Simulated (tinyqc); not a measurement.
Stretching all distances: RHF, UHF, MP2, CISD and CCSD against full CI in the sto-6g basis, for H6, spin multiplicity 1. Computed by the program tinyqc with PySCF. All coordinates are multiplied by the scale. c0^2 is the weight of the RHF determinant in the lowest singlet FCI state (UHF is spin-contaminated and may lie near states of higher spin) and n(LUMO) the first natural occupation beyond the occupied space.

Geometry (angstrom):
```
atom       x       y       z
H     0.0000  0.0000  0.0000
H     0.0000  0.0000  0.7010
H     0.0000  0.0000  1.6370
H     0.0000  0.0000  2.3390
H     0.0000  0.0000  3.2750
H     0.0000  0.0000  3.9760
```

Full CI energy (hartree) and errors against it (kcal/mol):
```
scale  distance 1-2 (angstrom)    E(FCI)      RHF     UHF     MP2    CISD   CCSD  <S^2> UHF   c0^2  n(LUMO)
0.920                    0.645  -3.21606   31.336  31.336   8.913   0.435  0.058      0.000  0.975    0.030
1.130                    0.792  -3.34534   42.088  42.088  13.963   1.050  0.093      0.000  0.958    0.047
1.560                    1.094  -3.24807   77.116  77.116  31.830   5.322  0.276      0.000  0.883    0.111
1.770                    1.241  -3.15825  102.565  88.389  45.393  10.538  0.416      0.936  0.820    0.162
1.980                    1.388  -3.07303  134.193  81.813  62.360  19.185  0.542      1.652  0.738    0.229
2.190                    1.535  -3.00100  171.603  66.259  82.067  31.977  0.591      2.154  0.642    0.311
```

Estimate the missing row, scale = 1.34.

Computed row:
```
scale  distance 1-2 (angstrom)    E(FCI)     RHF     UHF     MP2   CISD   CCSD  <S^2> UHF   c0^2  n(LUMO)
1.340                    0.939  -3.32665  56.642  56.642  21.201  2.400  0.161      0.000  0.929    0.072
```

UHF parts from RHF first at scale 1.77 of those listed, where <S^2> leaves zero. The weight c0^2 goes from 0.98 to 0.64 and n(LUMO) from 0.03 to 0.31: static correlation grows as the bonds break into open-shell fragments. The spread of the error along the curve, which distorts its shape, is CCSD 0.5, CISD 31.5, UHF 57.1, MP2 73.2, RHF 140.3 kcal/mol.
